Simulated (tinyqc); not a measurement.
Inside a calculation. Method: UHF in the sto-3g basis, for BeH, spin multiplicity 2. This run ends on a higher stationary point, not on the lowest solution. One step of it, computed by the program tinyqc.

Question. Iteration 3: DIIS coefficients. Solve [B -1; -1 0][c; lambda] = [0; -1] for the coefficients, which sum to one.

B (overlaps of the stored error matrices):
```
               1              2              3
1  4.0449081e-02  1.2511616e-02  5.1819693e-03
2  1.2511616e-02  6.6026879e-03  3.3640024e-03
3  5.1819693e-03  3.3640024e-03  2.0671022e-03
```

Give: DIIS coefficients.

Answer.

DIIS coefficients: 0.0682  -0.8797  1.8115
